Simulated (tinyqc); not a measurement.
Inside a calculation. Method: Pariser-Parr-Pople SCF with singles CI, for the molecule O=C1C=CC(=O)C=C1 (SMILES; centres numbered as the heavy atoms are written). One step of it, computed by the program tinyqc.

Task: Singles CI, triplets. Over the 9 single excitations with the smallest orbital gaps: A = (e_a - e_i) delta - (ij|ab), with (pq|rs) = sum c_mp c_mq gamma_mn c_nr c_ns.

orbital energies (eV): -18.457810  -17.602891  -14.672112  -14.041946  -5.555538  -1.210242  -0.188247  2.425279

coefficients:
```
         MO1        MO2        MO3        MO4        MO5        MO6        MO7        MO8
1O  0.494223   0.631394   0.457816   0.000000  -0.292189   0.000000  -0.214820  -0.126363
2C  0.351316   0.301356  -0.094762   0.000000   0.458135   0.000000   0.606298   0.446427
3C  0.257216   0.072550  -0.375116   0.500000   0.319951   0.500000  -0.207672  -0.377317
4C  0.257216  -0.072550  -0.375116   0.500000  -0.319951  -0.500000  -0.207672   0.377317
5C  0.351316  -0.301356  -0.094762   0.000000  -0.458135   0.000000   0.606298  -0.446427
6O  0.494223  -0.631394   0.457816   0.000000   0.292189   0.000000  -0.214820   0.126363
7C  0.257216  -0.072550  -0.375116  -0.500000  -0.319951   0.500000  -0.207672   0.377317
8C  0.257216   0.072550  -0.375116  -0.500000   0.319951  -0.500000  -0.207672  -0.377317
```

repulsion gamma_rs (eV), lower triangle:
```
           1O         2C         3C         4C         5C         6O         7C         8C
1O  13.020000
2C   8.006591  12.490000
3C   5.383862   7.941064  12.490000
4C   3.718784   5.363412   7.939790  12.490000
5C   3.310962   4.755398   5.363412   7.941064  12.490000
6O   2.522640   3.310962   3.718784   5.383862   8.006591  13.020000
7C   3.718784   5.363412   4.756494   5.364591   7.941064   5.383862  12.490000
8C   5.383862   7.941064   5.364591   4.756494   5.363412   3.718784   7.939790  12.490000
```

Give: triplet CI matrix; triplet excitation energies.

Result:

triplet CI matrix (eV), lower triangle:
```
        4>5     3>5      2>5      4>6     1>5     3>6     4>7     3>7
4>5  1.7894
3>5  0.0000  2.8826
2>5  0.0000  0.0000   6.1408
4>6  0.0000  1.2372   0.0000   5.1940
1>5  0.0000  0.5526   0.0000  -0.8484  6.6065
3>6  1.2372  0.0000   0.0000   0.0000  0.0000  7.1356
4>7  0.0000  0.0000   0.0000   0.0000  0.0000  0.0000  7.2254
3>7  0.0000  0.0000  -0.8351   0.0000  0.0000  0.0000  0.0000  8.2355
2>6  0.0000  0.0000   0.0000   0.0000  0.0000  0.0000  0.0594  0.0000

         2>6
2>6  11.3948
```

triplet excitation energies (eV): 1.5169  2.1808  5.4981  5.8487  7.0043  7.2245  7.4081  8.5277  11.3956
